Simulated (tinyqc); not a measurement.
Mobility of a non-polar semiconductor in the relaxation-time approximation: one step, computed by the program tinyqc.

Each valley is treated as a sphere of mass m_d for states and rates, with one isotropic relaxation time; the conductivity mass m_c sets the current.

Problem. Masses. m_d = (m_l m_t^2)^(1/3); 1/m_c = (1/m_l + 2/m_t)/3; Hall mass factor A = 3 K_m (K_m + 2)/(2 K_m + 1)^2, K_m = m_l/m_t; N_I = n (1 + C)/(1 - C).

Inputs (values chosen for the exercise, modelled on electrons in diamond):
```
quantity,value,unit
longitudinal mass m_l,1.5,m_0
transverse mass m_t,0.276,m_0
carrier density n,3.9e+14,1/cm^3
compensation ratio C,0.38,-
```

Band: parabolic. Impurity formula: Brooks-Herring. Further scattering: neutral impurities.

Give: density-of-states mass m_d; conductivity mass m_c; Hall mass factor A; ionised impurity density N_I.

Solution.

density-of-states mass m_d = 0.4853 m_0

conductivity mass m_c = 0.3791 m_0

Hall mass factor A = 0.8604

ionised impurity density N_I = 8.681e+14 1/cm^3
